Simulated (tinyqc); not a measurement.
# Van der Pauw, Hall and four-point-probe measurements on a doped layer, step by step

Numbers from tinyqc (`OMP_NUM_THREADS=1 python tinyqc.py 2850187 2850188 out.jsonl`; about 0.01 s on one thread of a shared Intel Xeon 2.30GHz). Printed values are rounded.

A uniform p-type layer with sheet resistance Rs = 1/(q ns mu), point contacts, low field (mu B small).

Values chosen for this exercise:
- ns = 1.8e14 cm^-2 (sheet density of the layer)
- mu = 42 cm^2/(V s) (drift mobility)
- rH = 1 (Hall factor)
- B = 0.3 T (magnetic field)
- I = 50 uA (current)
- ar = 1.28 (side ratio a/b of a rectangular sample with corner contacts)
- t = 1300 nm (thickness of the layer)

Constants: q = 1.602176634e-19 C. Results are converted to the units shown.

## Resistances and Hall voltage

Rs = 1/(q ns mu). For a rectangle with contacts at the corners, RA = (8 Rs/pi) sum_(k>=0) ln coth((2k + 1) pi a/(2 b)) with current along a short side b and voltage along the opposite one, RB the same with a and b exchanged; Hall voltage VH = rH B I/(q ns), negative for electrons.

Rs = 825.5964 ohm/square
RA = 75.42623 ohm
RB = 364.8386 ohm
VH = 0.05201258 mV

RB/RA = 4.84; for a square both equal Rs ln 2/pi = 182 ohm.

## Starting value

z = 2 ln 2/(pi (RA + RB)), exact for RA = RB.

z at the start = 1.002286 mS

## Iteration 1: new z

The van der Pauw equation exp(-pi RA z) + exp(-pi RB z) = 1 is solved for z = 1/Rs: e1 = exp(-pi RA z), e2 = exp(-pi RB z), f = e1 + e2 - 1, f' = -pi (RA e1 + RB e2), z(new) = z - f/f'.

e1 = 0.7885968
e2 = 0.3170188
f = 0.1056156
f' = -0.5502235 kohm
z after iteration 1 = 1.194236 mS

## Iteration 2: new z

As before.

e1 = 0.7535316
e2 = 0.2544114
f = 0.007942921
f' = -0.4701555 kohm
z after iteration 2 = 1.211130 mS

## Iteration 3: new z

As before.

e1 = 0.7505210
e2 = 0.2495324
f = 5.341996e-5
f' = -0.4638499 kohm
z after iteration 3 = 1.211246 mS

## Course of the iteration

Stop when the step is below 1e-10 mS, or after 40 iterations.

Course of the iteration:
```
iteration	z before the step (mS)	step (mS)
1	1.002286	0.192
2	1.194236	0.0169
3	1.211130	1.15e-4
4	1.211246	5.29e-9
5	1.211246	< 1e-13
```

Converged in 5 iterations.

## Sheet density, mobility and bulk values

converged z = 1.211246 mS

Rs = 1/z; Hall sheet density B I/(q |VH|); Hall mobility |VH|/(Rs B I); true values ns = rH times the Hall density, mu = Hall mobility/rH; bulk density ns/t, resistivity Rs t; correction factor F = Rs/[(pi/ln 2)(RA + RB)/2].

Rs = 825.5964 ohm/square
Hall sheet density = 1.8e14 cm^-2
Hall mobility = 42 cm^2/(V s)
ns = 1.8e14 cm^-2
mu = 42 cm^2/(V s)
bulk density = 1.384615e18 cm^-3
resistivity = 0.1073275 ohm cm
F = 0.8274836

Taking the mean of RA and RB without F would overstate Rs by 21 %.
